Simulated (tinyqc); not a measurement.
Tuning the antireflection layer: standing waves and exposure in a photoresist film.

Normal incidence from air. Unexposed resist: N1 = n1 + i k1 with k1 = (A + B) lam/(4 pi), lam in micrometres. r01 = (1 - N1)/(1 + N1), t01 = 2/(1 + N1). Below the resist lie the layer Na = na + i ka and the substrate Ns = ns + i ks: r12 = (r1a + ras x)/(1 + r1a ras x), x = exp(4 pi i Na da/lam), r1a = (N1 - Na)/(N1 + Na), ras = (Na - Ns)/(Na + Ns). With p = exp(2 pi i N1 d/lam), the field at depth z is E(z) = t01 [exp(2 pi i N1 z/lam) + r12 p^2 exp(-2 pi i N1 z/lam)]/(1 + r01 r12 p^2), the relative intensity I(z) = n1 |E(z)|^2 and the reflectance R = |(r01 + r12 p^2)/(1 + r01 r12 p^2)|^2.

Inputs chosen for the exercise (a resist on Si, indices near tabulated ones; shifted at random, so the results belong to these values and not to a real crystal):

| symbol | value | unit | meaning |
|---|---|---|---|
| lam | 248 | nm | vacuum wavelength |
| n1 | 1.76 |  | resist index |
| A | 0.08 | 1/micrometre | bleachable absorption (Dill A) |
| B | 0.94 | 1/micrometre | fixed absorption (Dill B) |
| d | 560 | nm | resist thickness |
| ns | 1.58 |  | substrate n |
| ks | 3.636 |  | substrate k |
| na | 1.849 |  | n of the bottom antireflection layer |
| ka | 0.353 |  | its k |

da takes the values listed; the contrast is (Imax - Imin)/(Imax + Imin) over the lowest period of the resist (60 depths).

Results:

| da (nm) | \|r12\|^2 | contrast |
|---|---|---|
| 0 | 0.5345 | 0.932 |
| 20 | 0.2235 | 0.748 |
| 30 | 0.0913 | 0.545 |
| 40 | 0.0435 | 0.403 |
| 50 | 0.0514 | 0.439 |
| 60 | 0.0734 | 0.479 |
| 75 | 0.0672 | 0.453 |
| 90 | 0.0211 | 0.260 |
| 110 | 0.0018 | 0.101 |
| 140 | 0.0214 | 0.259 |

Give the missing row, da (nm) = 10.

Computed row:
```
da (nm)  |r12|^2  contrast
10        0.4081     0.884
```

|r12|^2 starts at 0.5345 and is lowest, 0.0018, at 110 nm of those listed, where the contrast is 0.101 against 0.932. The contrast follows 2|r|/(1 + |r|^2), so even |r12|^2 = 0.01 leaves about 0.2. Values below 0.01 occur at 110 nm.

Computed by tinyqc, a small Python program: `OMP_NUM_THREADS=1 python tinyqc.py 1682644 1682645 out.jsonl` (the numbers bound the seed that draws the inputs); one thread of a shared host (Intel(R) Xeon(R) Processor @ 2.30GHz), about 0.01 s for the whole set of steps.
